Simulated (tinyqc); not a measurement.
Inside a calculation. Method: CCSD on RHF in the 3-21g basis, for H2, spin multiplicity 1. Computed by tinyqc, a small Python program that keeps every step (integrals from PySCF). Settings: charge = 0, multiplicity = 1, basis = 3-21g, method = RHF, energy threshold = 1e-10, iteration cap = 90, orthogonalisation = symmetric, start = Wolfsberg-Helmholz matrix, DIIS depth = 6, amplitude equations = CCSD, DIIS depth for amplitudes = 6, cap on updates = 66. Command: `OMP_NUM_THREADS=1 python tinyqc.py 20701 20702 out.jsonl` (the two numbers bound the seeds that draw the settings). One thread of a shared host (Intel(R) Xeon(R) Processor @ 2.60GHz), about 0.3 s of CPU time with the checks. The early iterations of the SCF are left out here.

## One-electron integrals

Geometry (angstrom):
```
atom        x        y        z
H     0.00000  0.00000  0.00000
H     0.00000  0.00000  0.70900
```

Basis 3-21g: exponents (1/bohr^2) and contraction coefficients of normalised primitives:
```
element  l (shell)  exponent  coefficient
H            s (1)   5.44718      0.15628
H            s (1)   0.82455      0.90469
H            s (2)   0.18319      1.00000
```

Overlap, kinetic and nuclear-attraction integrals over the contracted functions; the nuclear repulsion is the sum of Za Zb / Rab.

nuclear repulsion = 0.7463712 hartree

overlap S, order 1H 1s, 1H 2s, 2H 1s, 2H 2s:
$$\begin{pmatrix}
1.00000 & 0.64590 & 0.43410 & 0.49232 \\
0.64590 & 1.00000 & 0.49232 & 0.84838 \\
0.43410 & 0.49232 & 1.00000 & 0.64590 \\
0.49232 & 0.84838 & 0.64590 & 1.00000
\end{pmatrix}$$

kinetic energy T (hartree), order 1H 1s, 1H 2s, 2H 1s, 2H 2s:
$$\begin{pmatrix}
1.54940 & 0.29315 & 0.25462 & 0.18287 \\
0.29315 & 0.27479 & 0.18287 & 0.20757 \\
0.25462 & 0.18287 & 1.54940 & 0.29315 \\
0.18287 & 0.20757 & 0.29315 & 0.27479
\end{pmatrix}$$

nuclear attraction V (hartree), order 1H 1s, 1H 2s, 2H 1s, 2H 2s:
$$\begin{pmatrix}
-2.45815 & -1.23860 & -1.05803 & -0.97878 \\
-1.23860 & -1.24172 & -0.97878 & -1.09839 \\
-1.05803 & -0.97878 & -2.45815 & -1.23860 \\
-0.97878 & -1.09839 & -1.23860 & -1.24172
\end{pmatrix}$$

core Hamiltonian H = T + V (hartree), order 1H 1s, 1H 2s, 2H 1s, 2H 2s:
$$\begin{pmatrix}
-0.90874 & -0.94545 & -0.80341 & -0.79591 \\
-0.94545 & -0.96693 & -0.79591 & -0.89082 \\
-0.80341 & -0.79591 & -0.90874 & -0.94545 \\
-0.79591 & -0.89082 & -0.94545 & -0.96693
\end{pmatrix}$$

## Two-electron integrals

Functions are numbered as in S; the eight-fold symmetry (ij|kl) = (ji|kl) = (kl|ij) leaves the list below.

Two-electron integrals (ij|kl) in chemists' order, unique and non-zero (hartree):
```
(11|11) 1.14014   (21|11) 0.61140   (21|21) 0.34515   (22|11) 0.62637
(22|21) 0.38033   (22|22) 0.48296   (31|11) 0.41611   (31|21) 0.23489
(31|22) 0.25778   (31|31) 0.19878   (32|11) 0.35676   (32|21) 0.21374
(32|22) 0.26037   (32|31) 0.18823   (32|32) 0.19995   (33|11) 0.69716
(33|21) 0.42492   (33|22) 0.52760   (33|31) 0.41611   (33|32) 0.45972
(33|33) 1.14014   (41|11) 0.45972   (41|21) 0.26033   (41|22) 0.28835
(41|31) 0.18823   (41|32) 0.17459   (41|33) 0.35676   (41|41) 0.19995
(42|11) 0.50783   (42|21) 0.30996   (42|22) 0.39878   (42|31) 0.22856
(42|32) 0.24155   (42|33) 0.50783   (42|41) 0.24155   (42|42) 0.34761
(43|11) 0.42492   (43|21) 0.25889   (43|22) 0.32639   (43|31) 0.23489
(43|32) 0.26033   (43|33) 0.61140   (43|41) 0.21374   (43|42) 0.30996
(43|43) 0.34515   (44|11) 0.52760   (44|21) 0.32639   (44|22) 0.43486
(44|31) 0.25778   (44|32) 0.28835   (44|33) 0.62637   (44|41) 0.26037
(44|42) 0.39878   (44|43) 0.38033   (44|44) 0.48296
```

## Orthogonalisation

S = U s U^T; symmetric (Loewdin) form X = U s^(-1/2) U^T, so that X^T S X = 1.

eigenvalues of S: [0.10089, 0.48433, 0.61663, 2.79815]

X, order 1H 1s, 1H 2s, 2H 1s, 2H 2s:
$$\begin{pmatrix}
1.27517 & -0.48553 & -0.18269 & 0.07276 \\
-0.48553 & 1.95305 & 0.07276 & -1.01081 \\
-0.18269 & 0.07276 & 1.27517 & -0.48553 \\
0.07276 & -1.01081 & -0.48553 & 1.95305
\end{pmatrix}$$

## Iteration 8 (converged): orbitals

converged F (hartree), order 1H 1s, 1H 2s, 2H 1s, 2H 2s:
$$\begin{pmatrix}
0.06638 & -0.51959 & -0.55192 & -0.53225 \\
-0.51959 & -0.35785 & -0.53225 & -0.40113 \\
-0.55192 & -0.53225 & 0.06638 & -0.51959 \\
-0.53225 & -0.40113 & -0.51959 & -0.35785
\end{pmatrix}$$

Diagonalise F' = X^T F X, C = X C', fill 1 alpha and 1 beta electrons from the bottom; D = 2 C_occ C_occ^T. Each column has its largest component positive (the first on a tie).

F' = X^T F X (hartree):
$$\begin{pmatrix}
0.77342 & -0.63202 & -0.53359 & -0.11580 \\
-0.63202 & 0.29631 & -0.11580 & -0.23468 \\
-0.53359 & -0.11580 & 0.77342 & -0.63202 \\
-0.11580 & -0.23468 & -0.63202 & 0.29631
\end{pmatrix}$$

orbital energies (hartree): MO1 -0.60238, MO2 0.27322, MO3 0.90384, MO4 1.56478

coefficients C, order 1H 1s, 1H 2s, 2H 1s, 2H 2s:
$$\begin{pmatrix}
0.29466 & 0.10734 & 0.77144 & -1.09864 \\
0.30442 & 1.69863 & -0.66063 & 1.28947 \\
0.29466 & -0.10734 & 0.77144 & 1.09864 \\
0.30442 & -1.69863 & -0.66063 & -1.28947
\end{pmatrix}$$

D after iteration 8, order 1H 1s, 1H 2s, 2H 1s, 2H 2s:
$$\begin{pmatrix}
0.17365 & 0.17940 & 0.17365 & 0.17940 \\
0.17940 & 0.18534 & 0.17940 & 0.18534 \\
0.17365 & 0.17940 & 0.17365 & 0.17940 \\
0.17940 & 0.18534 & 0.17940 & 0.18534
\end{pmatrix}$$

## Convergence

Stop when the energy changes by less than 1e-10 hartree and every element of the error matrix X^T (F D S - S D F) X is below 3e-06.

Course of the cycle:
```
iteration  E (hartree)     change  largest element of the error matrix
1           -1.1083790          -                             9.53e-02
2           -1.1221617  -1.38e-02                             1.34e-02
3           -1.1224395  -2.78e-04                             3.31e-05
4           -1.1224395  -1.40e-09                             1.40e-05
5           -1.1224395  -1.81e-10                             8.85e-06
6           -1.1224395  -5.63e-11                             6.48e-06
7           -1.1224395  -2.46e-11                             5.11e-06
8           -1.1224395  -4.04e-11                             5.19e-09
```

PySCF RHF in the same basis = -1.1224395 hartree

Converged in 8 iterations.

## Integrals over molecular orbitals

(pq|rs) = sum C_ip C_jq C_kr C_ls (ij|kl), one index at a time.

one-electron integrals over orbitals h = C^T H C (hartree):
$$\begin{pmatrix}
-1.26643 & 0.00000 & -0.17111 & 0.00000 \\
0.00000 & -0.55071 & 0.00000 & 0.20814 \\
-0.17111 & 0.00000 & -0.10961 & 0.00000 \\
0.00000 & 0.20814 & 0.00000 & 0.33997
\end{pmatrix}$$

Two-electron integrals over orbitals (pq|rs), unique and non-zero (hartree):
```
(11|11) 0.66404    (21|21) 0.08564    (22|11) 0.45478    (22|22) 0.40868
(31|11) 0.17111    (31|22) 0.05341    (31|31) 0.11646    (32|21) -0.01980
(32|32) 0.03606    (33|11) 0.56495    (33|22) 0.40705    (33|31) 0.13331
(33|33) 0.50670    (41|21) -0.07963   (41|32) -0.02338   (41|41) 0.13438
(42|11) -0.14389   (42|22) -0.05685   (42|31) -0.07631   (42|33) -0.10571
(42|42) 0.06975    (43|21) -0.08857   (43|32) -0.00366   (43|41) 0.12457
(43|43) 0.13519    (44|11) 0.67959    (44|22) 0.46689    (44|31) 0.20710
(44|33) 0.58888    (44|42) -0.17040   (44|44) 0.76144
```

## CCSD: starting amplitudes

t_ij^ab = <ij||ab> / (e_i + e_j - e_a - e_b), whose energy is MP2.

Starting amplitudes (spin orbitals 1a, 1b, ...; amplitudes related by a flip of all spins are not repeated):
```
from      to         t
1a 1b  2a 2b  -0.04890
1a 1b  3a 3b  -0.03866
1a 1b  4a 4b  -0.03100
1a 1b  2a 4b   0.02617
```

correlation energy = -0.0170247 hartree

## CCSD: amplitude update 1

t_i^a D_i^a and t_ij^ab D_ij^ab are set to the remaining terms of the spin-orbital equations, evaluated with the old amplitudes; for the doubles these are <ij||ab> + 1/2 <ab||ef> t_ij^ef + 1/2 <mn||ij> t_mn^ab + P(ij)P(ab) <mb||ej> t_im^ae + terms in t^2 + terms with t1, D the orbital-energy denominators.

Amplitudes after update 1 (spin orbitals 1a, 1b, ...; amplitudes related by a flip of all spins are not repeated):
```
from      to         t
1a 1b  2a 2b  -0.06698
1a 1b  3a 3b  -0.04739
1a 1b  4a 4b  -0.03667
1a 1b  2a 4b   0.03609
1a        3a   0.00290
```

correlation energy = -0.0219293 hartree

## CCSD: amplitude update 2

As before.

Amplitudes after update 2 (spin orbitals 1a, 1b, ...; amplitudes related by a flip of all spins are not repeated):
```
from      to         t
1a 1b  2a 2b  -0.07379
1a 1b  3a 3b  -0.04919
1a 1b  2a 4b   0.03980
1a 1b  4a 4b  -0.03772
1a        3a   0.00424
```

correlation energy = -0.0234542 hartree

## CCSD: convergence

E_corr = 1/4 sum <ij||ab> t_ij^ab + 1/2 sum <ij||ab> t_i^a t_j^b; stop when the norm of the change is below 1e-8.

Course of the amplitude iterations:
```
update  correlation energy (hartree)  norm of the change
0                         -0.0170247                   -
1                         -0.0219293            5.04e-02
2                         -0.0234542            1.78e-02
3                         -0.0242561            6.63e-03
4                         -0.0242443            3.57e-04
5                         -0.0242445            1.62e-05
6                         -0.0242443            1.19e-06
7                         -0.0242444            2.17e-07
8                         -0.0242444            3.30e-08
9                         -0.0242444            4.79e-11
```

Converged amplitudes (spin orbitals 1a, 1b, ...; amplitudes related by a flip of all spins are not repeated):
```
from      to         t
1a 1b  2a 2b  -0.07808
1a 1b  3a 3b  -0.04947
1a 1b  2a 4b   0.04203
1a 1b  4a 4b  -0.03799
1a        3a   0.00502
```

CCSD total energy = -1.1466839 hartree

T1 diagnostic, norm of the one-spin t1 over sqrt(correlated electrons) = 0.00355

Converged in 9 updates, with DIIS from the third.
